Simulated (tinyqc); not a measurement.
Superjunction drift layer against a plain one, charge balance: two steps of the calculation.

Alternating n and p pillars of equal width wp, doping N and length Lp. When depleted, the lateral field peaks at Ex = q N wp/(2 eps0 eps_r) at the pillar junctions and a uniform vertical field Ey is added; breakdown is taken where Ex^2 + Ey^2 = Ef^2. Only the n pillars conduct, narrowed by the zero-bias depletion. A first-order model: the field peaks at the pillar ends are left out.

Inputs (values chosen for the exercise); values close to those of silicon:
- eps_r = 12 (relative permittivity of the semiconductor)
- E16 = 0.396 MV/cm (critical field at a doping of 1e16 cm^-3)
- mx = 1360 cm^2/(V s) (mobility at low doping)
- mi = 91.3 cm^2/(V s) (mobility at high doping)
- Nr = 1.3e17 cm^-3 (reference doping of the mobility)
- BV = 720 V (wanted breakdown voltage)
- wp = 3 um (width of each pillar)
- Ef = 0.3 MV/cm (critical field inside the pillars)
- a = 0.74 (lateral peak field as a share of Ef)
- Vb = 0.8 V (built-in voltage of the pillar junctions)

Constants: q = 1.602176634e-19 C, eps0 = 8.8541878128e-14 F/cm where lengths are in cm. Results are converted to the units shown.

Question 1. Doping of the plain drift layer. Ec(N) = E16 (N/1e16 cm^-3)^(1/8); N(new) = eps0 eps_r Ec(N)^2/(2 q BV).

N after iteration 1 = 2.2837442e14 cm^-3

Find: Ec; N after iteration 2.

Answer 1.

Ec = 0.24690 MV/cm
N after iteration 2 = 2.8074e14 cm^-3

Question 2. Design of the pillars. Ex = a Ef gives N = 2 eps0 eps_r a Ef/(q wp); Ey = Ef sqrt(1 - a^2); Lp = BV/Ey; xd = sqrt(eps0 eps_r Vb/(q N)) on each side; Rsp = 2 Lp/(q mu(N) N (1 - 2 xd/wp)). mu(N) = mi + (mx - mi)/(1 + (N/Nr)^0.9).

Give: N; Ey; Lp; xd; Rsp.

Answer 2.

N = 9.8148e15 cm^-3
Ey = 0.20178 MV/cm
Lp = 35.682 um
xd = 0.23250 um
Rsp = 4.3068 mohm cm^2

The pillars have an aspect ratio of 11.9. Their doping is 32.6 times, and their Rsp 0.0499 times, that of the plain layer.

Numbers from tinyqc (`OMP_NUM_THREADS=1 python tinyqc.py 2590149 2590150 out.jsonl`; about 0.01 s on one thread of a shared Intel Xeon 2.30GHz).
